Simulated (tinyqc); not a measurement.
Narrowing from the saturation current.

Inverse problem. A uniform n-type emitter has J0 = (q p0 D/L)(s + tanh(W/L))/(1 + s tanh(W/L)), D = mup Vt, s = S L/D, and p0 = (ni^2/N) exp(dE_app/kB T), where dE_app = dEg + kB T ln[(N/Nc) exp(-eta)]. Find p0, dE_app and dEg.

Values chosen for this exercise; band and dielectric values close to those of silicon: temperature T = 300 K; conduction-band density of states at 300 K Nc = 2.77e19 cm^-3; ionised donor density N = 6.6e19 cm^-3; minority-hole mobility mup = 120 cm^2/(V s); emitter width W = 93 nm; recombination velocity at the contact S = 1000 cm/s.

Constants: q = 1.602176634e-19 C, kB = 1.380649e-23 J/K, Vt = kB T/q. Results are converted to the units shown.

J0 = 96.891435 fA/cm^2
L = 523.27906 nm
ni = 1.0619272e10 cm^-3
converged eta = 1.6843938

Solution. J0 gives p0, its ratio to ni^2/N gives dE_app, and the degeneracy term is taken off.

p0 = 53.08 cm^-3
dE_app = 88.83 meV
dEg = 109.9 meV

Numbers from tinyqc (`OMP_NUM_THREADS=1 python tinyqc.py 2330060 2330061 out.jsonl`; about 0.01 s on one thread of a shared Intel Xeon 2.30GHz).
